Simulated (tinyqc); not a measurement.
Velocity overshoot from momentum and energy balance equations after a field step: one step, computed by the program tinyqc. Command: `OMP_NUM_THREADS=1 python tinyqc.py 3015522 3015523 out.jsonl overshoot walk`. One thread of a shared host (Intel(R) Xeon(R) Processor @ 2.30GHz), about 0.01 s of CPU time with the checks.

At t = 0 the field jumps from 0 to F in a uniform sample. v is the drift velocity and u = w - (3/2) k_B T the excess energy per carrier.

Task: Constants and steady state. dv/dt = e F/m - v/tau_m(u), du/dt = e F v - u/tau_E, tau_m(u) = tau_0/(1 + c u), tau_0 = m mu_0/e, c = mu_0/(e tau_E v_s^2); this choice gives the steady state v (1 + mu_0 F v/v_s^2) = mu_0 F, which saturates at v_s. Steady velocity v = 2 mu_0 F/(1 + sqrt(1 + 4 (mu_0 F/v_s)^2)); u = e F v tau_E; carrier temperature T + 2u/(3 k_B), neglecting the drift energy m v^2/2.

Inputs (values chosen for the exercise, modelled on electrons in silicon except for tau_E):
```
quantity,value,unit
effective mass m,0.25,m_0
low-field mobility mu_0,1300,cm^2/(V s)
saturation velocity v_s,0.99,1e7 cm/s
energy relaxation time tau_E,0.26,ps
field after the step F,26,kV/cm
lattice temperature T,300,K
```

Scheme: implicit in the damping.

Constants: m_0 = 9.1093837015e-31 kg; e = 1.602176634e-19 C; k_B = 8.617333262e-05 eV/K.

Give: tau_0; c; acceleration e F/m; steady velocity; steady excess energy; steady carrier temperature.

Result:

tau_0 = 184.8 fs

c = 51.02 1/eV

acceleration e F/m = 0.01829 1e7 cm/s per fs

steady velocity = 0.8556 1e7 cm/s

steady excess energy = 0.05784 eV

steady carrier temperature = 747.4 K

tau_E/tau_0 = 1.41, and in the steady state tau_m has shrunk to 46.8 fs.
